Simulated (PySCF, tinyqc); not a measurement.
Worked calculation: FCI on RHF in the sto-3g basis, for H3+, spin multiplicity 1. The lowest restricted solution is unstable here: a spin-polarised one lies 0.0084 hartree lower (PySCF). One step of it, computed by the program tinyqc.

Task: FCI: roots. Diagonalise (each vector has its largest component positive (the first on a tie)); all determinants have Ms = 0, so triplets appear too. The lowest singlet root is the correlation energy.

Occupation strings over the orbitals (2 doubly, a alpha, b beta, 0 empty; spin orbitals ordered 1a 1b 2a 2b ...): 200 ab0 a0b ba0 b0a 020 0ab 0ba 002

H - E(HF) between determinants (hartree), lower triangle:
```
           200        ab0        a0b        ba0        b0a        020        0ab        0ba
200   0.000000
ab0   0.000000   0.218657
a0b   0.000000  -0.000002   0.523330
ba0   0.000000  -0.147351  -0.000005   0.218657
b0a   0.000000  -0.000005  -0.146660  -0.000002   0.523330
020   0.147351   0.000049  -0.143523  -0.000049   0.143523   0.581697
0ab   0.000005  -0.143523  -0.000014   0.143089   0.000020  -0.000039   0.751875
0ba  -0.000005   0.143089   0.000020  -0.143523  -0.000014   0.000039  -0.154539   0.751875
002   0.146660  -0.000020   0.000689   0.000020  -0.000689   0.154539   0.000013  -0.000013

          002
002  1.071634
```

Give: lowest roots of this matrix, relative to E(HF); lowest vectors; <S^2> of these roots; weight of the ground state by excitation level 0, 1, 2, ....

Result:

lowest roots of this matrix, relative to E(HF) (hartree): -0.0485  0.0713  0.2423  0.3767  0.4132  0.5973  0.8046  1.0301

lowest vectors:
```
      root 1  root 2   root 3  root 4
200   0.9680  0.0000   0.0000  0.0000
ab0   0.0000  0.7071   0.6492  0.0000
a0b  -0.0445  0.0000   0.0000  0.7071
ba0   0.0000  0.7071  -0.6492  0.0000
b0a   0.0445  0.0000   0.0000  0.7071
020  -0.2231  0.0000  -0.0002  0.0000
0ab   0.0000  0.0006   0.2802  0.0000
0ba   0.0000  0.0006  -0.2802  0.0000
002  -0.0959  0.0000   0.0001  0.0000
```

<S^2> of these roots: 0.0000  2.0000  0.0000  2.0000  0.0000  2.0000  0.0000  0.0000

weight of the ground state by excitation level 0, 1, 2, ...: 0.9371  0.0040  0.0590
